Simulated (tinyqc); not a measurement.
Free and trapped electrons in a MOS channel with a dense trap tail: effect of the temperature.

p-type body, charge-sheet picture, full ionisation (an idealisation for deep acceptors), Boltzmann statistics for free electrons. e = Ec - EF at the surface. Acceptor-like traps of density D(E) = D0 + De exp(-E/Ew) at depth E below Ec, from 0 to Eu, hold n_t = integral of D(E)/(1 + exp((e - E)/Vt)). psi = Eg - Vt ln(Nv/Na) - e; N_dep = sqrt(2 eps0 eps_r Na (psi - Vt)/q); n_f = sqrt(N_dep^2 + 2 eps0 eps_r Vt Nc exp(-e/Vt)/q) - N_dep; Vg = Vfb + psi + q (N_dep + n_t + n_f)/Cox, Cox = eps0 eox/tox.

Nc and Nv are given at 400 K and scale as (T/400 K)^1.5; Eg, Vfb and mf are held fixed. VT is the Vg for n_f = 1e11 cm^-2; swing ln 10 n_f/(dn_f/dVg) at n_f = 1e8 cm^-2; the last three columns are for Vg = VT + 4.1 V, with free share n_f/(n_f + n_t) and field-effect mobility mf q (dn_f/dVg)/Cox; there EF is near the band edge, where Boltzmann statistics are rough.

Inputs (values chosen for the exercise); band and dielectric values close to those of 4H silicon carbide:
```
symbol,value,unit,meaning
Eg,3.2,eV,band gap
eps_r,9.62,,relative permittivity
Nc,2.57e19,cm^-3,conduction-band density of states at the reference temperature
Nv,3.93e19,cm^-3,valence-band density of states at the reference temperature
eox,3.9,,relative permittivity of the insulator
tox,51,nm,insulator thickness
Na,8.4e16,cm^-3,acceptor density
Vfb,-2.46,V,flat-band voltage without trapped charge
D0,2.5e10,cm^-2 eV^-1,constant background density of acceptor-like traps
De,3.6e12,cm^-2 eV^-1,density of the tail at the conduction edge
Ew,0.06,eV,decay energy of the tail
Eu,0.7,eV,depth below Ec down to which the traps reach
mf,83,cm^2/(V s),mobility of free electrons
```

Constants: q = 1.602176634e-19 C, kB = 1.380649e-23 J/K, Vt = kB T/q, eps0 = 8.8541878128e-14 F/cm where lengths are in cm. Results are converted to the units shown.

Results:

| T (K) | e at VT (eV) | VT (V) | q n_t/Cox at VT (V) | swing (mV/decade) | n_f (cm^-2) | free share (%) | field-effect mobility (cm^2/(V s)) |
|---|---|---|---|---|---|---|---|
| 200 | 0.02733 | 5.151 | 0.3733 | 102.0 | 1.727e12 | 88.47 | 81.76 |
| 250 | 0.04636 | 4.997 | 0.3013 | 106.2 | 1.695e12 | 88.65 | 81.14 |
| 350 | 0.09084 | 4.703 | 0.1885 | 128.3 | 1.653e12 | 89.59 | 79.77 |
| 400 | 0.1157 | 4.565 | 0.1486 | 143.9 | 1.641e12 | 90.26 | 79.15 |
| 450 | 0.1420 | 4.432 | 0.1177 | 161.2 | 1.634e12 | 91.02 | 78.64 |
| 500 | 0.1696 | 4.302 | 0.09417 | 179.6 | 1.630e12 | 91.80 | 78.24 |
| 550 | 0.1985 | 4.174 | 0.07623 | 198.8 | 1.627e12 | 92.57 | 77.93 |

Estimate the missing row, T = 300 K.

Computed row:

| T (K) | e at VT (eV) | VT (V) | q n_t/Cox at VT (V) | swing (mV/decade) | n_f (cm^-2) | free share (%) | field-effect mobility (cm^2/(V s)) |
|---|---|---|---|---|---|---|---|
| 300 | 0.06765 | 4.847 | 0.2392 | 115.3 | 1.670e12 | 89.03 | 80.45 |

With this row back in the table: As T goes from 200 to 550, VT falls from 5.15 to 4.17 V, its part due to traps falls from 0.373 to 0.0762 V, the swing rises from 102 to 199 mV/decade and the field-effect mobility falls from 81.8 to 77.9 cm^2/(V s). On heating the same n_f is reached with EF deeper in the gap, where fewer tail states are filled. For T = 200 e is under 2 Vt already at VT, so VT too is rough.

Computed by the program tinyqc: `OMP_NUM_THREADS=1 python tinyqc.py 2222215 2222216 out.jsonl`, one thread of a shared Intel Xeon 2.30GHz, about 0.02 s for the whole run.
